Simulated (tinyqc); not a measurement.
From results back to parameters: valley splitting in a one-orbital chain of atomic planes (second-neighbour model). Three cases, with inputs chosen for the exercise.

Problem. For E(phi) = e0 + 2 v cos(phi) + 2 u cos(2 phi) with u, v > 0 and planes a/4 apart, the heights of the band at phi = 0 and phi = pi above its minimum were computed from hidden u and v; c = hbar^2/2m0.

Constants: hbar^2/2m0 = 3.80998211 eV angstrom^2.

Case 1.

Values chosen (out of a larger set: near those of the Delta valleys of silicon; abrupt walls in this chain split the valleys several times more than measured wells; not measured data): a = 5.437 angstrom (lattice constant; planes lie a/4 apart).

E(0) - Emin = 3.957525 eV
E(pi) - Emin = 1.405525 eV

Case 2.

Values chosen (out of a larger set: near those of the Delta valleys of silicon; abrupt walls in this chain split the valleys several times more than measured wells; not measured data): a = 5.423 angstrom (lattice constant; planes lie a/4 apart).

E(0) - Emin = 4.290778 eV
E(pi) - Emin = 1.370778 eV

Case 3.

Values chosen (out of a larger set: near those of the Delta valleys of silicon; abrupt walls in this chain split the valleys several times more than measured wells; not measured data): a = 5.434 angstrom (lattice constant; planes lie a/4 apart).

E(0) - Emin = 3.482628 eV
E(pi) - Emin = 1.294628 eV

Find: u, v; phi0; mass at the minimum.

Solution. E - Emin = 4u (cos(phi) + v/(4u))^2. The difference of the two heights is 4v, and for v < 4u the sum of their square roots is 4 sqrt(u). The mass is (2c)/((a/4)^2 (8u - v^2/(2u))).

Case 1.

u, v (eV): 0.630  0.638

phi0 = 1.8268 rad
mass at the minimum = 0.874 m0

Case 2.

u, v (eV): 0.657  0.730

phi0 = 1.8523 rad
mass at the minimum = 0.855 m0

Case 3.

u, v (eV): 0.564  0.547

phi0 = 1.8157 rad
mass at the minimum = 0.972 m0

Computed by tinyqc, one run a case: `OMP_NUM_THREADS=1 python tinyqc.py N N+1 out.jsonl` with N = 1452320, 1452371, 1452574; one thread of a shared Intel(R) Xeon(R) Processor @ 2.30GHz, about 0.02 s a run at most.
